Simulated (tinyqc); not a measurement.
What moves the results: band offset from the macroscopic average of a supercell potential. A value that a table varies takes the place of the one given here.

A model of the planar-averaged electrostatic energy of an electron in a periodic cell of N1 periods of A (L1 = N1 n1 h) and N2 periods of B (L2 = N2 n2 h), on z_j = j h: V(z) = f VA + (1 - f) VB + F t(z), VA = V1[0] + V1[1] cos(2 pi z/(n1 h)) + V1[2] cos(4 pi z/(n1 h)), VB the same with V2, n2 and z - L1. f = [tanh(z/w) - tanh((z - L1)/w) + tanh((z - L1 - L2)/w)]/2 + 1/2; t(z) = z - L1/2 in A and (L1/L2)(L1 + L2/2 - z) beyond, so that the cell is periodic.

Running mean over n points, periodic: for odd n the plain mean of the n points centred on j; for even n the n + 1 points with half weight at both ends. The macroscopic average applies the mean over n1 points and then over n2 points.

dEv = Ev(A) - Ev(B) = Ev1 - (dV + Ev2); dEc = Ec(B) - Ec(A) = Eg2 - Eg1 - dEv. The correction of a gap, c = Eg[1] - Eg[0], lowers the valence top by fv c and leaves dV, a ground-state quantity, as it is. Type I: dEv and dEc of one sign; II: opposite signs; III: no overlap of the gaps.

Inputs chosen for the exercise (gaps near those of Si and Ge; the results hold for these values, not for the real material): h = 0.3 angstrom (grid step); n1 = 5 (grid points per period of A); n2 = 5 (grid points per period of B); V1 = (-10.4, 3.45, -0.2) eV (mean and two harmonics of the potential in A); V2 = (-7.52, 1.47, -0.09) eV (the same in B); w = 0.47 angstrom (width of the interfaces); N1 = 4 (periods of A); N2 = 4 (periods of B); F = 0 eV/angstrom (slope in A from opposite charges on the two interfaces); Ev1 = 6.14 eV (valence top of bulk A above its mean potential); Eg1 = (0.58, 1.15) eV (gap of A: semi-local value, corrected value); Ev2 = 3.89 eV (valence top of bulk B above its mean potential); Eg2 = (0.1, 0.72) eV (gap of B: semi-local value, corrected value).

## How thick the regions must be

N1 = N2 = N, no slope (F = 0); dV is read at j = floor(N n1/2) and N n1 + floor(N n2/2). The exact value is V2[0] - V1[0].

Results:

| N | L1 (angstrom) | dV (eV) | error (meV) |
|---|---|---|---|
| 1 | 1.50 | 1.3676 | -1512.36 |
| 2 | 3.00 | 2.6428 | -237.23 |
| 3 | 4.50 | 2.8674 | -12.65 |
| 4 | 6.00 | 2.8795 | -0.45 |
| 5 | 7.50 | 2.8800 | -0.02 |
| 6 | 9.00 | 2.8800 | 0.00 |

The error is below 10 meV from N = 4 on. The two windows together span 3.00 angstrom and must fit between the interface tails, which fall as exp(-2 z/w); the errors at N = 2, 3 and 4 are -237.23, -12.65 and -0.45 meV.

## The choice of windows

dV read at j = 10 and 30 after means over the numbers of points listed; ripple is the spread over the five points around each.

Results:

| windows | dV (eV) | ripple in A (meV) | ripple in B (meV) |
|---|---|---|---|
| none | 1.010 | 6103 | 2597 |
| 5 only | 2.880 | 0 | 0 |
| 6 only | 3.152 | 849 | 361 |
| 6, 6 | 2.843 | 108 | 54 |
| 5, 5 | 2.880 | 1 | 1 |

Which rows can be used, and how does a wrong window show?

The last row matches both periods and lies 0 meV from the value of a thick cell, V2[0] - V1[0] = 2.880 eV. Against it the raw potential errs by -1.87 eV. Within 20 meV of it lie: 5 only. A window one point too long leaves a ripple of 849 meV in A, against 1 meV in the last row: the ripple is the sign to look for. Rows to use, with under 30 meV of ripple in both regions once the tilt is taken off: 5 only and 5, 5. A row with a large ripple can hit the right value only by chance.

## Where the gap correction goes

dV = B - A = 2.8795 eV

fv1 and fv2 are varied.

Offsets (eV):

| fv1 | fv2 | dEv | dEc |
|---|---|---|---|
| 0.0 | 0.0 | -0.630 | 0.200 |
| 0.5 | 0.5 | -0.605 | 0.175 |
| 1.0 | 1.0 | -0.580 | 0.150 |
| 0.0 | 1.0 | -0.010 | -0.420 |
| 1.0 | 0.0 | -1.200 | 0.770 |
| 0.3 | 0.7 | -0.367 | -0.063 |

dEv + dEc = -0.430 eV in every row, but dEv alone spans 1.19 eV, the sum of the two corrections. A scissor on the conduction bands alone (first row) keeps the semi-local dEv; with equal shares fv the shift is fv times the difference of the corrections, +0.05 eV, against their sum of 1.19 eV: most of the error cancels if the shares are alike.

Computed by tinyqc, a small Python program: `OMP_NUM_THREADS=1 python tinyqc.py 1880687 1880688 out.jsonl` (the numbers bound the seed that draws the inputs); one thread of a shared host (Intel(R) Xeon(R) Processor @ 2.30GHz), about 0.01 s for the whole set of steps.
